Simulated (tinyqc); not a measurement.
Worked calculation: thermal boundary conductance by the acoustic and diffuse mismatch models. Computed by tinyqc, a small Python program that keeps every step. Command: `OMP_NUM_THREADS=1 python tinyqc.py 3011855 3011856 out.jsonl kapitza walk`. One thread of a shared host (Intel(R) Xeon(R) Processor @ 2.30GHz), about 0.01 s of CPU time with the checks. Intermediate numbers are printed to about 5 digits and carried at full precision; extremes and crossings named in words are read from the listed rows.

Each side has one longitudinal and two transverse Debye branches, omega = v q up to q_D = (6 pi^2 n)^(1/3), with n counting all atoms. Scattering at the interface is elastic. Electrons are left out of G, also for metals. Melting is ignored. G refers to the temperatures of the phonons sent towards the interface. Linear branches over all atoms overstate G at high T, most for crystals with several atoms a cell.

Inputs (values chosen for the exercise, modelled on diamond (side 1) and lead (side 2)):
```
quantity                    value     unit
density rho_1                3.58   g/cm^3
longitudinal velocity vL_1  17200      m/s
transverse velocity vT_1    13200      m/s
atom density n_1              174   1/nm^3
conductivity kappa_1         2140  W/(m K)
density rho_2                11.2   g/cm^3
longitudinal velocity vL_2   2400      m/s
transverse velocity vT_2      988      m/s
atom density n_2             33.3   1/nm^3
conductivity kappa_2         35.9  W/(m K)
temperature T                  20        K
thickness d_1                 700       nm
thickness d_2                 140       nm
heat flux J                   6.6  kW/cm^2
```

Structure: superlattice.

Constants: hbar = 1.054571817e-34 J s; k_B = 1.380649e-23 J/K.

## Cut-off frequencies and impedances

omega_c = v q_D for each branch, given as hbar omega_c/k_B; impedance Z = rho v.

Branches:
```
branch     v (m/s)  cut-off (K)  Z (1e6 kg/(m^2 s))
L, side 1    17200       2858.8             61.5760
T, side 1    13200       2194.0             47.2560
L, side 2     2400        229.9             26.8800
T, side 2      988         94.6             11.0656
```

## Acoustic mismatch: transmission of each branch

No mode conversion. t(theta) = 4 Z_1 Z_2 cos(theta_1) cos(theta_2)/N^2, with N = Z_2 cos(theta_1) + Z_1 cos(theta_2) for L (the form for pressure waves) and N = Z_1 cos(theta_1) + Z_2 cos(theta_2) for both T branches (the form for shear waves polarised along the interface); sin(theta_2) = (v_2/v_1) sin(theta_1), and t = 0 beyond the critical angle arcsin(v_1/v_2); the mean over the incoming flux is alpha = 2 int t sin(theta_1) cos(theta_1) d theta_1 (64 Gauss-Legendre points).

Transmission:
```
branch  t at normal incidence  largest angle from side 1 (deg)  alpha, 1 to 2  alpha, 2 to 1
L                     0.84615                               90        0.67119       0.013068
T                     0.61494                               90        0.77016       0.004315
```

For L waves from side 1 no critical angle exists; the mean is 0.67 against 0.85 at normal incidence. For T waves from side 1 no critical angle exists; the mean is 0.77 against 0.61 at normal incidence.

## Diffuse mismatch: transmission at low frequency

A phonon forgets its side and branch: alpha(1 to 2) = S_2/(S_1 + S_2), S_i = 1/vL_i^2 + 2/vT_i^2.

S_1 = 1.4859e-08 s^2/m^2

S_2 = 2.2225e-06 s^2/m^2

diffuse alpha, 1 to 2 = 0.99336

## Boundary conductance

G = (k_B^4 T^3/(8 pi^2 hbar^3)) int W(x) x^4 e^x/(e^x - 1)^2 dx, x = hbar omega/(k_B T). Acoustic mismatch: W = sum over the three branches of alpha(1 to 2)/v_1^2, each up to the lower of its two cut-offs. Diffuse mismatch: W = S_1 S_2/(S_1 + S_2), where S_i sums 1/v^2 over the branches of side i still below their cut-off. Radiation limit: W = min(S_1, S_2). The integral is split at the four cut-offs (64 Gauss-Legendre points a piece, x at most 45). Boundary resistance R = 1/G and Kapitza length kappa_2/G use the diffuse value.

G, acoustic mismatch = 0.57674 MW/(m^2 K)

G, diffuse mismatch = 1.1527 MW/(m^2 K)

G, radiation limit = 1.1995 MW/(m^2 K)

boundary resistance R = 867.53 m^2 K/GW

Kapitza length in side 2 = 31144 nm

The diffuse value is 2.00 times the acoustic one and 96 % of the radiation limit. Diffuse scattering raises G here: it ignores the impedance mismatch and lets phonons change direction and branch. Caution: kappa_2 is of room-temperature size, so the Kapitza length is only nominal at this T.

## Conductance against temperature

The formulas are those given above.

G (MW/(m^2 K)):
```
T (K)  acoustic mismatch  diffuse mismatch  radiation limit
2             9.0583e-04         0.0012035        0.0012116
5               0.014153          0.018805         0.018931
10               0.10980           0.15003          0.15145
20               0.57674            1.1527           1.1995
40                1.7934            6.3716           6.8178
80                3.3798            14.983           16.145
150               4.1754            19.510           21.053
300               4.4763            21.241           22.930
600               4.5573            21.708           23.437
1000              4.5749            21.809           23.547
```

All three follow T^3 at the cold end (exponent 3.00 for the diffuse model) and flatten at high T (exponent 0.01 at the hot end); the lowest cut-off is 95 K. The ratio of diffuse to acoustic goes from 1.33 to 4.77. The plateau is set by the frequencies that both sides share.

## Cross-plane conductivity of the superlattice

kappa_eff = (d_1 + d_2)/(d_1/kappa_1 + d_2/kappa_2 + 2 R), two interfaces a period, with bulk conductivities in the layers; the gradient is J/kappa_eff.

kappa_eff = 0.48296 W/(m K)

kappa_eff without interfaces = 198.73 W/(m K)

interface share of the resistance = 0.99757

temperature gradient = 136.66 K/micrometre

The interfaces carry most of the resistance: if both layers are scaled together, kappa_eff grows with the exponent 1.00, the interface share. Caution: the conductivities are of room-temperature size; at this T real values can differ much and free paths can be long. Caution: R from emitted-phonon temperatures is too large for use in series with Fourier layers, by up to a factor of about 2.

Checks made by the program: detailed balance alpha_12/v_1^2 = alpha_21/v_2^2 (relative difference below 1e-10); low-temperature limit G = pi^2 k_B^4 T^3 alpha S_1/(30 hbar^3) (relative difference below 1e-10).
